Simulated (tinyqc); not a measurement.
Inside a calculation. Method: UHF in the sto-3g basis, for Be+, spin multiplicity 2. One step of it, computed by the program tinyqc.

Question. Iteration 4: diagonalisation and new density. Diagonalise F' = X^T F X, C = X C', fill 2 alpha and 1 beta electrons from the bottom; D(s) = C_occ C_occ^T. Each column has its largest component positive (the first on a tie).

extrapolated F(alpha) (hartree), lower triangle:
```
            1Be 1s     1Be 2s    1Be 2px    1Be 2py    1Be 2pz
1Be 1s   -5.072736
1Be 2s   -1.405808  -1.023588
1Be 2px   0.000534  -0.001419  -0.196196
1Be 2py  -0.000084   0.001599  -0.000994  -0.197868
1Be 2pz  -0.002051   0.006519  -0.002730   0.002813  -0.184386
```

extrapolated F(beta) (hartree), lower triangle:
```
            1Be 1s     1Be 2s    1Be 2px    1Be 2py    1Be 2pz
1Be 1s   -5.028750
1Be 2s   -1.417593  -0.646285
1Be 2px   0.000289   0.000534  -0.107820
1Be 2py  -0.000090  -0.002301  -0.000181  -0.108768
1Be 2pz  -0.001144  -0.003769   0.000398  -0.000171  -0.109289
```

X:
```
                 1         2         3         4         5
1Be 1s    0.821727  0.000000  0.000000  0.000000  0.630061
1Be 2s   -0.821727  0.000000  0.000000  0.000000  0.630061
1Be 2px   0.000000  1.000000  0.000000  0.000000  0.000000
1Be 2py   0.000000  0.000000  1.000000  0.000000  0.000000
1Be 2pz   0.000000  0.000000  0.000000  1.000000  0.000000
```

Give: F' = X^T F X; orbital energies; coefficients C; F' = X^T F X; orbital energies; coefficients C; D(alpha) after iteration 4; D(beta) after iteration 4.

Answer.

F' = X^T F X (alpha) (hartree), lower triangle:
```
         1        2        3        4        5
1  -2.2180
2   0.0016  -0.1962
3  -0.0014  -0.0010  -0.1979
4  -0.0070  -0.0027   0.0028  -0.1844
5  -2.0964  -0.0006   0.0010   0.0028  -3.5363
```

orbital energies (alpha) (hartree): MO1 -5.0747, MO2 -0.6796, MO3 -0.1985, MO4 -0.1967, MO5 -0.1831

coefficients C (alpha):
```
             MO1      MO2      MO3      MO4      MO5
1Be 1s    0.9941  -0.2897   0.0000   0.0000  -0.0049
1Be 2s    0.0218   1.0351   0.0003   0.0000   0.0161
1Be 2px  -0.0001   0.0033   0.2387   0.9468  -0.2158
1Be 2py   0.0000  -0.0034   0.9602  -0.1969   0.1979
1Be 2pz   0.0004  -0.0148  -0.1449   0.2544   0.9561
```

F' = X^T F X (beta) (hartree), lower triangle:
```
         1        2        3        4        5
1  -1.9176
2  -0.0002  -0.1078
3   0.0018  -0.0002  -0.1088
4   0.0022   0.0004  -0.0002  -0.1093
5  -2.2690   0.0005  -0.0015  -0.0031  -3.3784
```

orbital energies (beta) (hartree): MO1 -5.0316, MO2 -0.2645, MO3 -0.1093, MO4 -0.1088, MO5 -0.1077

coefficients C (beta):
```
             MO1      MO2      MO3      MO4      MO5
1Be 1s    0.9931  -0.2930   0.0070   0.0037   0.0000
1Be 2s    0.0253   1.0348  -0.0256  -0.0130   0.0000
1Be 2px  -0.0001  -0.0030  -0.2349   0.2199   0.9468
1Be 2py   0.0000   0.0151   0.1171   0.9733  -0.1969
1Be 2pz   0.0003   0.0230   0.9646  -0.0649   0.2544
```

D(alpha) after iteration 4, lower triangle:
```
          1Be 1s   1Be 2s  1Be 2px  1Be 2py  1Be 2pz
1Be 1s    1.0722
1Be 2s   -0.2782   1.0720
1Be 2px  -0.0010   0.0034   0.0000
1Be 2py   0.0010  -0.0035   0.0000   0.0000
1Be 2pz   0.0047  -0.0153   0.0000   0.0001   0.0002
```

D(beta) after iteration 4, lower triangle:
```
          1Be 1s  1Be 2s  1Be 2px  1Be 2py  1Be 2pz
1Be 1s    0.9863
1Be 2s    0.0251  0.0006
1Be 2px  -0.0001  0.0000   0.0000
1Be 2py   0.0000  0.0000   0.0000   0.0000
1Be 2pz   0.0002  0.0000   0.0000   0.0000   0.0000
```
